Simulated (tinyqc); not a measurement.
What moves the results: configuration-coordinate model of carrier capture at a defect. A value that a table varies takes the place of the one given here.

Two parabolas of equal curvature k in one coordinate Q: with the carrier free at the band edge, U_f = k Q^2/2; with the carrier trapped, U_t = k (Q - dQ)^2/2 - ET. ER = k dQ^2/2, Huang-Rhys factor S = ER/hw, hw = 0.0646541 sqrt(k/M) eV for k in eV/angstrom^2 and M in u. The curves cross at a height Eb = (ER - ET)^2/(4 ER) above the free minimum.

Multiphonon factor for giving p = ET/hw phonons to the lattice: W = exp(-S (2 nb + 1)) ((nb + 1)/nb)^(p/2) I_p(x), nb = 1/(exp(hw/kT) - 1), x = 2 S sqrt(nb (nb + 1)), I_p the modified Bessel function. Classical limit: W = hw exp(-Eb/kT)/sqrt(4 pi ER kT). At T = 0: exp(-S) S^p/Gamma(p + 1).

Constants: kB = 8.617333262e-05 eV/K.

Inputs chosen for the exercise (of the size met at an oxide trap near a Si / SiO2 interface; not measured data): ET = 0.12 eV (thermal depth of the level below the band edge); ER = 1.3 eV (relaxation energy); hw = 0.035 eV (phonon energy of the mode); T = 200 K (temperature).

## Capture against temperature

The local activation energy is -d ln W/d(1/kT), by central differences with T changed by 1 %.

Against T:

| T (K) | kT/hw | log10 W | log10 W, classical | activation energy (eV) |
|---|---|---|---|---|
| 40 | 0.098 | -11.767 | -34.569 | 0.0003 |
| 60 | 0.148 | -11.656 | -23.411 | 0.0090 |
| 80 | 0.197 | -11.222 | -17.850 | 0.0380 |
| 120 | 0.295 | -9.752 | -12.316 | 0.1094 |
| 160 | 0.394 | -8.353 | -9.567 | 0.1578 |
| 220 | 0.542 | -6.827 | -7.335 | 0.1965 |
| 300 | 0.739 | -5.554 | -5.767 | 0.2190 |
| 400 | 0.985 | -4.611 | -4.705 | 0.2293 |
| 550 | 1.354 | -3.816 | -3.854 | 0.2323 |

log10 W at T = 0 = -11.771
Eb = 0.2678 eV

What does this show?

At 40 K log10 W is -11.77, against -11.77 at T = 0 and -34.6 classically; at 550 K the two forms differ by +0.04. The activation energy read from an Arrhenius plot goes from 0.000 eV at 40 K to 0.232 at 550 K, with its largest value 0.232 at 550 K, against Eb = 0.268 eV; the classical form itself gives Eb - kT/2. A measured slope therefore understates the barrier.

## Capture against depth of the level

ET is varied at fixed ER, hw and T, as by moving the band edge with alloying or pressure.

Against ET:

| ET/ER | ET (eV) | Eb (eV) | log10 W | log10 W, classical |
|---|---|---|---|---|
| 0.10 | 0.130 | 0.2632 | -7.155 | -7.814 |
| 0.25 | 0.325 | 0.1828 | -5.209 | -5.787 |
| 0.50 | 0.650 | 0.0813 | -2.891 | -3.228 |
| 0.75 | 0.975 | 0.0203 | -1.616 | -1.693 |
| 1.00 | 1.300 | 0.0000 | -1.241 | -1.181 |
| 1.25 | 1.625 | 0.0203 | -1.642 | -1.693 |
| 1.50 | 1.950 | 0.0813 | -2.712 | -3.228 |
| 2.00 | 2.600 | 0.3250 | -6.545 | -9.370 |
| 3.00 | 3.900 | 1.3000 | -19.473 | -33.939 |

What does this show?

Capture is fastest at ET/ER = 1 among these rows, where the barrier vanishes or nearly so. The classical form is symmetric about ET = ER; the quantum one gives -2.89 at 0.5 and -2.71 at 1.5, against -3.23 for both. At ET = 3 ER it lies 14.5 decades above the classical value: deep levels capture by emitting many phonons, and the rate falls with depth by 9.9 decades per eV between the last two rows. Rows deeper than the gap of the host are formal.

## What each parameter does

Eb, log10 W and the full width 2.35482 sqrt(ER hw coth(hw/2kT)). Each row changes one parameter from the base and keeps the others.

Results:

| case | Eb (eV) | log10 W | full width (eV) |
|---|---|---|---|
| base | 0.2678 | -7.266 | 0.5732 |
| ET = 0.16 eV | 0.2499 | -6.827 | 0.5732 |
| ER = 1.35 eV | 0.2802 | -7.562 | 0.5841 |
| hw = 0.042 eV | 0.2678 | -6.933 | 0.6006 |
| T = 230 K | 0.2678 | -6.629 | 0.5970 |

What does this show?

The largest shifts from the base row, up to three for each result and ties (the steps differ in size, so this ranks the rows, not the parameters). Eb (eV): ET -0.0178, ER +0.0124; unchanged at the printed digits by hw and T. log10 W: T +0.637, ET +0.439, hw +0.333. full width (eV): hw +0.0275, T +0.0238, ER +0.0109; unchanged at the printed digits by ET.

(tinyqc, `OMP_NUM_THREADS=1 python tinyqc.py 1480790 1480791 out.jsonl`, Intel(R) Xeon(R) Processor @ 2.30GHz, 1 thread, shared host, about 0.01 s.)
